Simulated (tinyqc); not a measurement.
# Inputs raised by 5 %, one at a time

Model: charge control and current of a heterostructure field-effect transistor. Computed by tinyqc, a small Python program. Command: `OMP_NUM_THREADS=1 python tinyqc.py 3019740 3019741 out.jsonl hemt sens`. One thread of a shared host (Intel(R) Xeon(R) Processor @ 2.30GHz), about 0.01 s of CPU time with the checks.

Two subbands in a triangular well; E_F is counted from the conduction band edge of the channel at the interface.

Inputs (values chosen for the exercise, modelled on AlGaN/GaN):
```
quantity,value,unit
channel mass m,0.2,m_0
permittivity eps (barrier and channel),9.46,-
barrier thickness d,8.7,nm
Schottky barrier phi_B,1.3,eV
conduction band offset dE_c,0.39,eV
polarisation charge sigma/e,1.3e+13,1/cm^2
gate voltage V_G,-0.77,V
mobility mu,1800,cm^2/(V s)
saturation velocity v_s,1.2,1e7 cm/s
gate length L,1600,nm
source resistance R_S,0,ohm mm
temperature T,400,K
mixing,0.3,-
iteration cap,200,-
```

Charge source: polarisation. Velocity law: two-piece.

Constants: e = 1.602176634e-19 C; eps_0 = 8.8541878128e-12 F/m; k_B = 8.617333262e-05 eV/K; hbar = 1.054571817e-34 J s; m_0 = 9.1093837015e-31 kg; k_B = 1.380649e-23 J/K.

Method:
- Threshold V_T = phi_B - dE_c - sigma d/(eps eps_0) (in volts); C_b = eps eps_0/d.
- Charge control: n_s = C_b (V_G - V_T - E_F/e)/e. Well: mean field F = e n_s/(2 eps eps_0), E_i = (hbar^2/2m)^(1/3) [(3 pi e F/2)(i + 3/4)]^(2/3), i = 0, 1; n_s = D k_B T sum_i ln(1 + exp((E_F - E_i)/k_B T)), D = m/(pi hbar^2), which is solved in closed form for E_F.
- Iteration from n_s = C_b (V_G - V_T)/(2e): E_F from n_s, n_out from the charge control, n_new = n_s + mixing (n_out - n_s), kept above n_s/10; stop when |n_out/n_s - 1| < 1e-9.
- C_g = e dn_s/dV_G = 1/(1/C_b + 1/C_q), 1/C_q = d(E_F/e)/d(e n_s) by a central difference of +/- 0.1 % in n_s; added distance dd = eps eps_0/C_q.
- With V = e n_s/C_g and V_c = v_s L/mu: for v = mu F up to v_s, I/W = C_g v_s V_c (sqrt(1 + (V/V_c)^2) - 1) and V_Dsat = V + V_c - sqrt(V^2 + V_c^2); g_m = dI/dV; extrinsic g_m/(1 + g_m R_S); f_T = g_m/(2 pi C_g L).

Runs:
```
input moved,from,to,sheet density n_s (1/cm^2),saturation current I/W (mA/mm),extrinsic g_m (mS/mm),intrinsic f_T (GHz)
base run,-,-,2.2782e+12,98.05,371.44,5.0890
channel mass m (m_0),0.2,0.21,2.2969e+12,99.17,374.25,5.1036
barrier thickness d (nm),8.7,9.135,2.6714e+12,134.72,419.52,5.8589
Schottky barrier phi_B (eV),1.3,1.365,1.9861e+12,76.64,330.27,4.6056
polarisation charge sigma/e (1/cm^2),1.3e+13,1.365e+13,2.7743e+12,139.42,436.09,5.8410
mobility mu (cm^2/(V s)),1800,1890,2.2782e+12,102.45,386.43,5.2944
saturation velocity v_s (1e7 cm/s),1.2,1.26,2.2782e+12,98.49,374.62,5.1326
gate length L (nm),1600,1680,2.2782e+12,93.80,356.78,4.6554
```

Exponents ln(y'/y) / ln(x'/x):
```
input,sheet density n_s,saturation current I/W,extrinsic g_m,intrinsic f_T
channel mass m,0.167,0.232,0.154,0.058
barrier thickness d,3.264,6.512,2.495,2.887
Schottky barrier phi_B,-2.812,-5.050,-2.408,-2.046
polarisation charge sigma/e,4.038,7.215,3.288,2.825
mobility mu,0.000,0.900,0.811,0.811
saturation velocity v_s,0.000,0.092,0.175,0.175
gate length L,0.000,-0.908,-0.825,-1.825
```

To which inputs is each result most sensitive?

Among the inputs moved here: sheet density n_s answers most in size to polarisation charge sigma/e (exponent +4.038), next to barrier thickness d (+3.264); its exponent is below 0.0005 for mobility mu, saturation velocity v_s, gate length L. saturation current I/W answers most in size to polarisation charge sigma/e (exponent +7.215), next to barrier thickness d (+6.512). Extrinsic g_m answers most in size to polarisation charge sigma/e (exponent +3.288), next to barrier thickness d (+2.495). Intrinsic f_T answers most in size to barrier thickness d (exponent +2.887), next to polarisation charge sigma/e (+2.825).
